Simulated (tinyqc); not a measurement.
Energy relaxation with and without hot phonons: decay of LO phonons and the hot-phonon bottleneck in the cooling of electrons. Computed by tinyqc, a small Python program. Command: `OMP_NUM_THREADS=1 python tinyqc.py 3025725 3025726 out.jsonl hotphonon walk`. One thread of a shared host (Intel(R) Xeon(R) Processor @ 2.30GHz), about 0.01 s of CPU time with the checks.

n(E, T) = 1/(exp(E/(k_B T)) - 1) is the Bose occupation. Electrons have a temperature T_e; the LO modes within their reach share one occupation N; the decay products stay at the lattice temperature.

Inputs (values chosen for the exercise, modelled on zinc oxide):

| quantity | value | unit |
|---|---|---|
| LO energy hbar omega | 71.5 | meV |
| lifetime at T = 0, tau_0 | 1.9 | ps |
| share f of the energy in the softer product | 0.24 | - |
| lattice temperature T | 300 | K |
| electron mass m* | 0.27 | m_0 |
| eps_inf | 3.7 | - |
| static dielectric constant eps_s | 8.15 | - |
| electron density n | 1.3e+18 | 1/cm^3 |
| density of LO modes that the electrons reach, N_m | 7e+19 | 1/cm^3 |

Decay channel: two unequal phonons (Ridley).

Constants: k_B = 8.617333262e-05 eV/K; c = 299792458 m/s; e^2/(4 pi eps_0) = 14.39964548 eV angstrom; hbar^2/(2 m_0) = 3.80998212 eV angstrom^2; hbar = 6.582119569e-16 eV s; e = 1.602176634e-19 C; k_B = 1.380649e-23 J/K.

Method:
- Decay rate 1/tau = (1/tau_0) [1 + n(f hbar omega) + n((1 - f) hbar omega)].
- Full width Gamma = 1/(2 pi c tau) in 1/cm, c in cm/s.
- Froehlich coupling alpha = (e^2/(4 pi eps_0)) (1/eps_inf - 1/eps_s) k_0/(2 hbar omega), k_0 = sqrt(m* hbar omega/(hbar^2/(2 m_0))); emission time tau_sp = hbar/(2 alpha hbar omega); bottleneck ratio r = (n/N_m) tau/tau_sp.
- Net emission per electron: [(N + 1) x - N]/tau_sp with x = exp(-hbar omega/(k_B T_e)), a simple two-level balance; steady state of the modes: n [(N + 1) x - N]/tau_sp = N_m (N - N_0)/tau; power per electron P = hbar omega [(N + 1) x - N]/tau_sp.
- P(T_e) = (hbar omega/tau_sp) [(N_0 + 1) x - N_0]/[1 + r (1 - x)], and r = 0 without hot phonons; energy relaxation time tau_E = (3/2) k_B (T_e - T)/P.

emission time tau_sp = 4.35151 fs

equilibrium LO occupation N_0 = 0.0671553

bottleneck ratio r = 3.68471

phonon lifetime tau = 0.863373 ps

Cooling:

| T_e (K) | P, cold phonons (nW) | P, hot phonons (nW) | ratio | tau_E (ps) | N |
|---|---|---|---|---|---|
| 330 | 50.538 | 11.521 | 4.3866 | 0.053926 | 0.083281 |
| 380 | 139.68 | 32.714 | 4.2696 | 0.050644 | 0.11294 |
| 450 | 267.68 | 65.259 | 4.1018 | 0.047602 | 0.15850 |
| 600 | 527.95 | 140.40 | 3.7604 | 0.044252 | 0.26367 |
| 800 | 819.01 | 242.41 | 3.3786 | 0.042716 | 0.40645 |
| 1100 | 1144.6 | 387.77 | 2.9516 | 0.042726 | 0.60991 |
| 1600 | 1495.8 | 600.49 | 2.4910 | 0.044834 | 0.90765 |
| 2300 | 1781.8 | 842.08 | 2.1159 | 0.049187 | 1.2458 |

What follows from these numbers?

Reabsorption cuts the loss by a factor 4.39 at the lowest T_e and 2.12 at the highest; the factor is 1 + r (1 - x) with r = 3.68. tau_E runs from 0.054 to 0.049 ps, with its shortest value, 0.043 ps, at T_e = 800 K, against tau_sp = 4.4 fs and a phonon lifetime of 0.86 ps. Pauli blocking is left out, as are upper valleys and non-parabolic bands, which can matter above about 1000 K. Caution: alpha is above 1/2, so hbar/tau_sp exceeds hbar omega and the emission time, a weak-coupling result, is only rough.

Extremes, crossings and ranges named in words are read from the listed rows.
